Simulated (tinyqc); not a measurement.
## Thin-body transistor below threshold, two-dimensional Poisson equation on a small mesh: effect of the gate voltage

A thin body on a thick buried insulator of low permittivity, taken as carrying no normal field at the bottom of the body (row 0). Mobile charge is neglected (subthreshold), the body is fully depleted, and potentials are counted from the intrinsic level; rows run upward to the gate, columns from source to drain.

Mesh: rows i = 0..12 in the semiconductor (step hs = tb/12, row 12 on the interface), then 8 step(s) ho = tox/8 up to the gate row 20; columns j = 0..80 (step hy = L/80). Box integration, divided by eps0: up_i = eps hy/h of the interval above row i, dn_i = that of the interval below (0 for row 0), lat_i = (sum of eps h/2 over the intervals above and below)/hy, s_i = -q Na w_i hy/eps0 with w_i the semiconductor height of the box (hs/2 for row 0 and the interface row, hs between, 0 in the insulator). Each free node obeys (up + dn + 2 lat) psi = up psi(above) + dn psi(below) + lat [psi(left) + psi(right)] + s. Fixed values: gate row Vg - Vfb; column 0 at Vbi and the last column at Vbi + Vd in the semiconductor, each running linearly to Vg - Vfb across the insulator. The system is solved directly. On row 0 the minimum of psi and its place come from a parabola through the three lowest nodes; barrier = Vbi - minimum, swing = Vt ln 10/(d psi/dVg), DIBL = (d psi/dVd)/(d psi/dVg) there. Lambda = pi/k with k the smallest positive root of tan(k tox) tan(k tb) = eox/eps_r.

Parameters, values chosen for the exercise; semiconductor permittivity close to that of silicon: temperature T = 325 K; relative permittivity of the semiconductor eps_r = 11.8; relative permittivity of the insulator eox = 25; body thickness tb = 4 nm; insulator thickness tox = 3.7 nm; channel length L = 25 nm; acceptor density of the depleted body Na = 5.1e17 cm^-3; potential of the source Vbi = 0.49 V; gate offset Vfb = -0.04 V; drain voltage Vd = 0.7 V.

Constants: q = 1.602176634e-19 C, kB = 1.380649e-23 J/K, Vt = kB T/q, eps0 = 8.8541878128e-14 F/cm where lengths are in cm. Results are converted to the units shown.

Result of one run:
```
Vg (V),L/Lambda,barrier (V),place y/L,swing (mV/decade),DIBL (mV/V)
-0.2,2.001,0.5566,0.4414,73.18,43.66
```

What becomes of these results when the gate voltage Vg is changed from -0.2 to 0.12 V, all else the same?

Result of the changed run:
```
Vg (V),L/Lambda,barrier (V),place y/L,swing (mV/decade),DIBL (mV/V)
0.12,2.001,0.2759,0.4092,74.08,36.06
```

The whole series:
```
Vg (V),L/Lambda,barrier (V),place y/L,swing (mV/decade),DIBL (mV/V)
-0.2,2.001,0.5566,0.4414,73.18,43.66
-0.12,2.001,0.4861,0.4358,73.30,42.22
-0.04,2.001,0.4158,0.4290,73.47,40.54
0.04,2.001,0.3457,0.4204,73.71,38.52
0.12,2.001,0.2759,0.4092,74.08,36.06
0.2,2.001,0.2065,0.3938,74.67,32.96
```

As Vg goes from -0.2 to 0.2 V, the barrier falls from 0.557 to 0.207 V, the swing rises from 73.2 to 74.7 mV a decade and DIBL falls from 43.7 to 33.0 mV/V; the ideal swing is 64.5. The barrier top moves from y/L = 0.441 to 0.394, towards the source. In every row the body is under 5 nm thick, where quantum confinement matters.

Computed by the program tinyqc: `OMP_NUM_THREADS=1 python tinyqc.py 2480136 2480137 out.jsonl`, one thread of a shared Intel Xeon 2.30GHz, about 0.2 s for the whole run.
